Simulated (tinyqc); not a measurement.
Occupation against the Fermi level: defect-molecule model of a vacancy with Jahn-Teller distortion.

Four dangling hybrids a, b, c, d point into the vacancy: H_ii = E0, and -gm between any two. A tetragonal distortion Q pairs a with b and c with d: those two couplings become -gm - I Q and the other four -gm + I Q/2, at an elastic cost k Q^2/2. The a1 level holds two electrons; charge states 2+, + and 0 put n = 0, 1, 2 more into the lowest level of t2 origin. Energy from the 2+ state at Q = 0, with the Fermi level mu counted from Ev: W_n(Q) = n (et - 2 I Q) + k Q^2/2 + Uc n (n - 1)/2 - n mu. et = E0 + gm is the undistorted t2 level.

Constants: kB = 8.617333262e-05 eV/K.

Values chosen for the exercise (of the size used for the vacancy in silicon; not measured data):
```
symbol  value  unit           meaning
E0      0.04   eV             level of a dangling hybrid, from Ev
gm      0.3    eV             coupling between two dangling hybrids
I       1.02   eV/angstrom    Jahn-Teller coupling
k       14.6   eV/angstrom^2  force constant of the mode
Uc      0.18   eV             repulsion of two electrons in one orbital
T       300    K              temperature
mu1     0.02   eV             first Fermi level
```

Weights g_n exp(-W_n/kT) with W_n = n et - n^2 E_JT + Uc n (n - 1)/2 - n mu, E_JT = 2 I^2/k, degeneracies 1, 6 (spin and three axes) and 3; mu = mu1 + 0.03 j eV.

Shares:
```
mu (eV),2+,+,0,mean charge
0.02,0.9936,0.0062,0.0002,1.9934
0.05,0.9786,0.0196,0.0019,1.9767
0.08,0.9230,0.0589,0.0182,1.9048
0.11,0.7121,0.1449,0.1429,1.5692
0.14,0.2707,0.1758,0.5534,0.7173
0.20,0.0046,0.0301,0.9653,0.0392
0.23,0.0005,0.0097,0.9899,0.0106
0.26,0.0000,0.0031,0.9969,0.0031
```

Give the missing row, mu (eV) = 0.17.

Computed row:
```
mu (eV)      2+       +       0  mean charge
0.17     0.0419  0.0867  0.8714       0.1705
```

U_eff = Uc - 2 E_JT = -0.105 eV and kT = 25.9 meV. The + state reaches at most 17.6 % on these rows, at mu = 0.14 eV. The mean charge goes from 1.99 to 0.00.

tinyqc: `OMP_NUM_THREADS=1 python tinyqc.py 1450355 1450356 out.jsonl`; about 0.01 s, one thread, shared Intel(R) Xeon(R) Processor @ 2.30GHz.
